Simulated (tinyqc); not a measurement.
Comparisons within one model: three-level Kane dispersion of a narrow-gap semiconductor. A value that a table varies takes the place of the one given here.

Zero of energy at Gamma8, c = hbar^2/2m0, P^2 = Ep c. The free-electron term and remote bands are left out, so the heavy holes are flat at E = 0 and the other three bands obey E (E - Eg)(E + Dso) = P^2 k^2 (E + 2 Dso/3). The conduction band is the highest root; its edge is Ec = max(Eg, 0).

Degenerate electrons at T = 0: kF = (3 pi^2 n)^(1/3), 1 cm^-3 = 1e-24 angstrom^-3; EF is the highest root at kF. The momentum (cyclotron, optical) mass is m(E) = hbar^2 k/(dE/dk) = c d(k^2)/dE with d(k^2)/dE = k^2 [1/E + 1/(E - Eg) + 1/(E + Dso) - 1/(E + 2 Dso/3)]; the density of states is k d(k^2)/dE/(2 pi^2).

Edge mass m0* = 3 |Eg|/(2 Ep).
Constants: hbar^2/2m0 = 3.80998211 eV angstrom^2.

Inputs chosen for the exercise (near those of grey Sn; not measured data): Eg = -0.399 eV (E(Gamma6) - E(Gamma8)); Dso = 0.84 eV (spin-orbit splitting); Ep = 22.8 eV (Kane energy); k = 0.03 1/angstrom (wave vector); n = 5.4e+18 cm^-3 (electron density).

## Filling the band

n from 1e15 to 1e19 cm^-3. The last column is the local power d ln(EF - Ec)/d ln n = kF^2/(1.5 (EF - Ec) d(k^2)/dE).

Results:
```
n (cm^-3)  kF (1/angstrom)  EF - Ec (meV)  parabolic (meV)   m(EF)  m(EF)/m0*  power
1.0e+15            0.00309            1.4              1.4  0.0264       1.01  0.665
1.0e+16            0.00667            6.4              6.4  0.0269       1.02  0.659
3.0e+16            0.00961           13.1             13.4  0.0276       1.05  0.651
1.0e+17            0.01436           28.4             29.9  0.0291       1.11  0.634
3.0e+17            0.02071           56.3             62.3  0.0318       1.21  0.609
1.0e+18            0.03094          114.4            138.9  0.0374       1.42  0.568
3.0e+18            0.04462          208.6            288.9  0.0462       1.76  0.525
1.0e+19            0.06665          381.2            644.8  0.0620       2.36  0.478
```

The power falls from 0.665 to 0.478: 2/3 marks a parabola, 1/3 a linear band. The parabola is within 10 % up to n = 1.0e+17 cm^-3. The mass has doubled by n = 1.0e+19 cm^-3 and ends at 2.4 times its edge value. Side valleys are left out; where they lie low (GaSb, grey Sn: about 0.1 eV) they take the electrons long before the last rows.

## Closing and inverting the gap

Eg is varied at fixed k, Dso and Ep. Edge mass: Eg (Eg + Dso)/(Ep (Eg + 2 Dso/3)) for Eg > 0, 3 |Eg|/(2 Ep) for Eg < 0. The Gamma6 weight of the conduction state is 1/(1 + P^2 k^2 [(2/3)/E^2 + (1/3)/(E + Dso)^2]).

Results:
```
Eg (eV)      m0*  highest root (eV)  middle (eV)  lowest (eV)  E - Ec (meV)  Gamma6 weight
-0.200   0.01316             0.1574      -0.3155      -0.8818         157.4          0.319
-0.100   0.00658             0.1939      -0.2576      -0.8764         193.9          0.415
-0.040   0.00263             0.2207      -0.2270      -0.8737         220.7          0.478
-0.010   0.00066             0.2355      -0.2131      -0.8725         235.5          0.510
0.010    0.00065             0.2459      -0.2042      -0.8717         235.9          0.531
0.040    0.00257             0.2623      -0.1917      -0.8706         222.3          0.562
0.100    0.00625             0.2979      -0.1692      -0.8687         197.9          0.622
0.200    0.01200             0.3646      -0.1387      -0.8659         164.6          0.709
```

The edge mass vanishes with |Eg| from both sides, yet the kinetic energy at this k stays finite, at most 235.9 meV in the table; at Eg = 0 the two-level form, without the split-off band, gives the linear value sqrt(2/3) P k = 228.3 meV. The Gamma6 weight of the conduction state goes smoothly from 0.32 to 0.71 and is 0.51 and 0.53 in the two rows next to Eg = 0: at finite k nothing jumps at the inversion.

## What each parameter does

Edge mass, EF - Ec and m(EF). Each row changes one parameter from the base and keeps the others.

Results:
```
case                m0* (m0)  EF - Ec (meV)  m(EF) (m0)
base                 0.02625         282.00     0.05296
n = 1.08e+19 cm^-3   0.02625         395.44     0.06326
Eg = -0.4588 eV      0.03018         264.19     0.05455
Dso = 0.714 eV       0.02625         284.99     0.05228
Ep = 19.38 eV        0.03088         249.28     0.05877
```

The largest shifts from the base row, up to three for each result and ties (the steps differ in size, so this ranks the rows, not the parameters). m0* (m0): Ep +0.00463, Eg +0.00393; unchanged at the printed digits by n and Dso. EF - Ec (meV): n +113.44, Ep -32.72, Eg -17.80. m(EF) (m0): n +0.01030, Ep +0.00582, Eg +0.00160.

Run: tinyqc, `OMP_NUM_THREADS=1 python tinyqc.py 1081269 1081270 out.jsonl`; Intel(R) Xeon(R) Processor @ 2.30GHz, one thread, shared host; about 0.01 s of CPU time with all checks.
